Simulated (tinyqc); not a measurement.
The integration grid: Kohn-Sham PBE on finer and finer grids in the sto-6g basis, for H3+, spin multiplicity 1. Computed by the program tinyqc with PySCF. 

Geometry (angstrom):
```
atom,x,y,z
H,0.0000,0.0000,0.0000
H,0.0000,0.0000,0.8620
H,0.0000,0.4060,-0.7790
```

Self-consistent on each grid; the net force on the molecule should vanish.

Kohn-Sham energy on Becke grids (radial x angular points per atom):
```
grid,points,residual of the electron count,E (hartree),E - finest (mhartree),largest net force without grid terms (hartree/bohr)
10 x 14,420,-2.05e-03,-1.263299,-0.181376,2.85e-03
15 x 26,1170,-4.32e-03,-1.262591,0.526528,6.02e-04
20 x 50,3000,2.75e-05,-1.263097,0.020448,3.33e-05
30 x 86,7732,-3.61e-05,-1.263110,0.007382,1.98e-05
50 x 194,29096,1.16e-07,-1.263118,-0.000036,1.68e-07
75 x 302,67922,9.10e-09,-1.263118,0.000000,1.56e-08
120 x 590,212170,-9.18e-12,-1.263118,0.000000,8.65e-10
```

The energy is within 0.1 mhartree of the finest grid first at 20 x 50. The error has both signs, since quadrature is not variational. The electron count and the net force are cheap signs of a poor grid.
